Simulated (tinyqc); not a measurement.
From a target level to the width: finite square well with mass mismatch (envelope functions). Three cases, with inputs chosen for the exercise.

Problem. Which width L gives the lowest level below?

A square well of width L and depth V0, mass mw inside and mb outside, energies from the bottom of the well, c = hbar^2/2m0. k = sqrt(mw E/c), kappa = sqrt(mb (V0 - E)/c). psi and psi'/m are continuous at the walls (BenDaniel-Duke), so level n solves k L + 2 atan[(k/mw)/(kappa/mb)] = n pi.

Constants: hbar^2/2m0 = 3.80998211 eV angstrom^2.

Case 1.

Values chosen (out of a larger set: near those of the light valleys of a Si film in HfO2; not measured data):
- V0 = 1.514 eV (barrier height)
- mw = 0.185 m0 (mass in the well)
- mb = 0.174 m0 (mass in the barrier)

E1 = 0.367498 eV

Case 2.

Values chosen (out of a larger set: near those of a GaAs well in AlGaAs; not measured data):
- V0 = 0.283 eV (barrier height)
- mw = 0.0689 m0 (mass in the well)
- mb = 0.096 m0 (mass in the barrier)

E1 = 0.103041 eV

Case 3.

Values chosen (out of a larger set: near those of a GaAs well in AlGaAs; not measured data):
- V0 = 0.194 eV (barrier height)
- mw = 0.0661 m0 (mass in the well)
- mb = 0.0869 m0 (mass in the barrier)

E1 = 0.028237 eV

Find: k; kappa; the arctangent; L.

Solution. E1 fixes k and kappa, so L = (pi - 2 atan[(k/mw)/(kappa/mb)])/k.

Case 1.

k = 0.13358 1/angstrom
kappa = 0.22882 1/angstrom
the arctangent = 0.5021 rad
L = 16 angstrom

Case 2.

k = 0.04317 1/angstrom
kappa = 0.06734 1/angstrom
the arctangent = 0.7290 rad
L = 39 angstrom

Case 3.

k = 0.02213 1/angstrom
kappa = 0.06149 1/angstrom
the arctangent = 0.4420 rad
L = 102 angstrom

Computed by tinyqc, one run a case: `OMP_NUM_THREADS=1 python tinyqc.py N N+1 out.jsonl` with N = 1250509, 1250563, 1250638; one thread of a shared Intel(R) Xeon(R) Processor @ 2.30GHz, about 0.01 s a run at most.
